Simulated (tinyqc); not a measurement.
Surface potential of a MOS transistor: implicit equation and explicit approximations: one step of the calculation.

p-type body, charge-sheet picture, depletion and inversion only, full ionisation (an idealisation for deep acceptors), Boltzmann statistics (rough once Na exp(x - xn) passes about Nc/7). In units of Vt: xg = (Vg - Vfb)/Vt, x = psi/Vt, G = gamma/sqrt(Vt), xn = (2 phiF + Vc)/Vt. The implicit equation is (xg - x)^2 = G^2 [x - 1 + exp(x - xn)] for x above about 3. Cox = eps0 eox/tox.

Question. New x. D = exp(x - xn), f = (xg - x)^2 - G^2 (x - 1 + D), f' = -2 (xg - x) - G^2 (1 + D), x(new) = x - f/f'.

x after iteration 1 = 192.20333
G = 0.64678853
xn = 184.67447
xg = 220.02166

Wanted: D; f; f'; x after iteration 2.

Answer.

D = 1861
f = -84.64
f' = -834.6
x after iteration 2 = 192.1

Program tinyqc, `OMP_NUM_THREADS=1 python tinyqc.py 2122097 2122098 out.jsonl`; Intel Xeon 2.30GHz, shared host, one thread, about 0.01 s.
